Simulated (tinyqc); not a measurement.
Worked calculation: MP2 on RHF in the 3-21g basis, for H2, spin multiplicity 1. One step of it, computed by the program tinyqc.

Task: Second-order Moller-Plesset energy. E2 = sum_ijab (ia|jb) [2 (ia|jb) - (ib|ja)] / (e_i + e_j - e_a - e_b) over occupied i, j and virtual a, b; the opposite-spin part is (ia|jb)^2 / denominator, the rest is same-spin, and SCS-MP2 scales them by 6/5 and 1/3.

orbital energies (hartree): MO1 -0.501004, MO2 0.160786, MO3 1.119686, MO4 1.247077

Two-electron integrals over orbitals (pq|rs), unique and non-zero (hartree):
```
(11|11) 0.551746    (21|21) 0.122696    (22|11) 0.456964    (22|22) 0.426162
(31|11) 0.120146    (31|22) 0.076013    (31|31) 0.089240    (32|21) 0.027084
(32|32) 0.044833    (33|11) 0.517109    (33|22) 0.435782    (33|31) 0.124034
(33|33) 0.514150    (41|21) -0.077710   (41|32) -0.059330   (41|41) 0.098327
(42|11) -0.130401   (42|22) -0.079103   (42|31) -0.081823   (42|33) -0.130717
(42|42) 0.085981    (43|21) -0.139570   (43|32) -0.060144   (43|41) 0.124716
(43|43) 0.201640    (44|11) 0.554425    (44|22) 0.468346    (44|31) 0.160350
(44|33) 0.554767    (44|42) -0.159100   (44|44) 0.617374
```

Hartree-Fock energy = -1.07224510 hartree

Give: Terms; Pair energies; MP2 correlation energy; SCS-MP2 correlation energy; MP2 total energy.

Result:

Terms:
```
i  j  a  b  (ia|jb)  (ib|ja)  denominator     term
1  1  2  2   0.1227   0.1227      -1.3236  -0.0114
1  1  4  4   0.0983   0.0983      -3.4962  -0.0028
1  1  2  4  -0.0777  -0.0777      -2.4099  -0.0025
1  1  4  2  -0.0777  -0.0777      -2.4099  -0.0025
1  1  3  3   0.0892   0.0892      -3.2414  -0.0025
```

Pair energies (hartree; pair i-j sums ij and ji):
```
pair  opposite spin  same spin
1-1         -0.0216          0
```

MP2 correlation energy = -0.021608 hartree

SCS-MP2 correlation energy = -0.025930 hartree

MP2 total energy = -1.093853 hartree
